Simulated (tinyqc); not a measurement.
Worked calculation: FCI on RHF in the 3-21g basis, for He, spin multiplicity 1. One step of it, computed by the program tinyqc.

Problem. FCI: determinants and Hamiltonian. Slater-Condon rules over spin orbitals, with the nuclear repulsion added and E(HF) subtracted on the diagonal. Only determinants linked to the reference directly or through others are kept (one block of an abelian symmetry group), so some states are absent.

one-electron integrals over orbitals h = C^T H C (hartree):
```
           1          2
1  -1.932108  -0.319236
2  -0.319236   0.379665
```

Two-electron integrals over orbitals (pq|rs), unique and non-zero (hartree):
```
(11|11) 1.028537   (21|11) 0.319236   (21|21) 0.261994   (22|11) 0.982016
(22|21) 0.343809   (22|22) 0.998335
```

nuclear repulsion = 0 hartree

Hartree-Fock energy = -2.83567987 hartree

Give: determinants; H - E(HF) between determinants.

Solution.

Occupation strings over the orbitals (2 doubly, a alpha, b beta, 0 empty; spin orbitals ordered 1a 1b 2a 2b ...): 20 ab ba 02

H - E(HF) between determinants (hartree), lower triangle:
```
        20       ab       ba      02
20  0.0000
ab  0.0000   2.2653
ba  0.0000  -0.2620   2.2653
02  0.2620   0.0246  -0.0246  4.5933
```
